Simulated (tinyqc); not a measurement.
Inside a calculation. Model: stacked nanosheet transistor, parasitic resistance, capacitance and delay.

Program tinyqc, `OMP_NUM_THREADS=1 python tinyqc.py 2170015 2170016 out.jsonl`; Intel Xeon 2.30GHz, shared host, one thread, about 0.06 s. Printed values are rounded.

Ns sheets share one contact on top; each has perimeter p = 2 (Ws + ts) and cross-section A = Ws ts; contact width Wc = Ws + 10 nm, stack height Hs = Ns pv. Sheet 1 is the top one. Contact length Lc = CPP - Lg - 2 Lsp, shared by two neighbouring gates. Source and drain sides are equal. The formulas are first-order estimates, not field solutions.

Parameters, values chosen for the exercise; values close to those of silicon logic devices:
```
symbol    value        unit                                   meaning
T           300           K                               temperature
Ns            3                                      number of sheets
Ws           30          nm                               sheet width
ts            5          nm                           sheet thickness
pv           14          nm              vertical pitch of the sheets
rv          102         ohm  vertical resistance between sheet levels
CPP          48          nm                      contacted gate pitch
Lg           20          nm                               gate length
Lsp           8          nm                             spacer length
ks            7                   relative permittivity of the spacer
Hc           30          nm       gate height above the channel stack
rc       2.4e-9    ohm cm^2                       contact resistivity
re      0.00046      ohm cm   resistivity of the source-drain epitaxy
te           20          nm     current-carrying depth of the epitaxy
rx      0.00052      ohm cm              resistivity of the extension
Lov           1          nm                              gate overlap
Cinv        2.9     uF/cm^2                     inversion capacitance
vx        1.5e7        cm/s                        injection velocity
mu          130  cm^2/(V s)                         apparent mobility
VT         0.25           V           threshold at zero drain voltage
dl        0.066         V/V                          barrier lowering
n          1.18                                   subthreshold factor
Cw         0.36          fF                                 wire load
Vdd        0.65           V                            supply voltage
```

Constants: q = 1.602176634e-19 C, kB = 1.380649e-23 J/K, eps0 = 8.8541878128e-12 F/m, Vt = kB T/q. Results are converted to the units shown.

## Geometry and resistances

Epitaxy sheet resistance Rsh = re/te, transfer length LT = sqrt(rc/Rsh), contact Rc = [sqrt(rc Rsh)/Wc] coth(Lc/(2 LT)); extension of one sheet Rx = rx Lsp/A. Effective width N p; for equal currents and rv = 0 one side has Rc + Rx/N.

Lc = 12 nm
effective width = 210 nm
Rsh = 230 ohm
LT = 32.3029 nm
Rc = 1011.47 ohm
Rx = 277.333 ohm
one side times effective width = 231.823 ohm um

Lc/2 is 0.19 transfer lengths, and Rc is 1.1 % above the area limit rc/(Wc Lc/2). The contact makes up 91.6 % of one side.

## Capacitances

With N sheets: gate Cg = Cinv p N Lg; per side, plate Cp = ks eps0 [Wc (Hs + Hc) - N A]/Lsp, top fringe Cf = (2/pi) ks eps0 Wc ln(1 + Lg/(2 Lsp)), overlap Co = Cinv p N Lov. Cs = Cp + Cf + Co. An inverter of two such devices driving an equal one has the load CL = 2 (Cg + 2 Cs) + 4 Cs + Cw (its own drains counted twice for the Miller effect).

Cg = 121.8 aF
Cp = 18.8262 aF
Cf = 1.27988 aF
Co = 6.09 aF
CL = 813.169 aF

The channel capacitance gives 30.0 % of CL, the parasitic parts 25.8 % and the wire 44.3 %.

## Iteration 1: sheet currents at Vgs = Vdd, Vds = Vdd/2

I at the start (uA): sheet 1 0, sheet 2 0, sheet 3 0

One sheet: I = p Q vx u/(1 + |u|^1.8)^(1/1.8), Q = Cinv n Vt ln(1 + exp((Vg' - VT + dl Vd')/(n Vt))), u = Vd' mu/(vx Lg), Vg' = Vgs - v, Vd' = Vds - 2 v, with the drop on each side v_j = Rc sum I + rv (sum over levels k = 2..j of the current of sheets k..Ns) + Rx I_j. I(new) = I + 0.5 (I(out) - I).

drop v (mV): sheet 1 0, sheet 2 0, sheet 3 0
I(out) (uA): sheet 1 100.964, sheet 2 100.964, sheet 3 100.964
I after iteration 1 (uA): sheet 1 50.4821, sheet 2 50.4821, sheet 3 50.4821

## Iteration 2: sheet currents at Vgs = Vdd, Vds = Vdd/2

As before.

drop v (mV): sheet 1 167.184, sheet 2 177.483, sheet 3 182.632
I(out) (uA): sheet 1 -2.86565, sheet 2 -8.60037, sheet 3 -11.1439
I after iteration 2 (uA): sheet 1 23.8082, sheet 2 20.9409, sheet 3 19.6691

## Course of the iteration: sheet currents at Vgs = Vdd, Vds = Vdd/2

Stop when the largest change of I is below 1e-6 uA, or after 80 iterations.

Course of the iteration:
```
iteration  total I (uA)  largest |change| of one entry (uA)
1               151.446                                50.5
2               64.4182                                30.8
3               122.170                                19.5
4               82.1874                                14.3
5               111.107                                9.98
6               90.3899                                7.31
7               105.507                                5.27
8               94.5617                                3.85
9               102.555                                2.79
...                 ...                                 ...
48              99.2023                             1.24e-5
49              99.2023                             9.02e-6
50              99.2023                             6.57e-6
51              99.2023                             4.79e-6
52              99.2023                             3.49e-6
53              99.2023                             2.55e-6
54              99.2023                             1.86e-6
55              99.2023                             1.35e-6
56              99.2023                             9.86e-7
```

Converged in 56 iterations. At the end each change is about 0.73 times the one before: linear convergence. The bottom sheet carries 84.5 % of the current of the top one.

## Effective current, delay and energy

IH = I(Vdd, Vdd/2) = 99.2023 uA
IL = I(Vdd/2, Vdd), solved likewise = 48.4078 uA

Ieff = (IH + IL)/2, delay CL Vdd/(2 Ieff), energy CL Vdd^2, with CL the load of an inverter that drives an equal one.

Ieff = 73.8051 uA
delay = 3.58078 ps
energy = 343.564 aJ

Without any series resistance Ieff would be 201 uA, so the resistances cost 63.4 %.
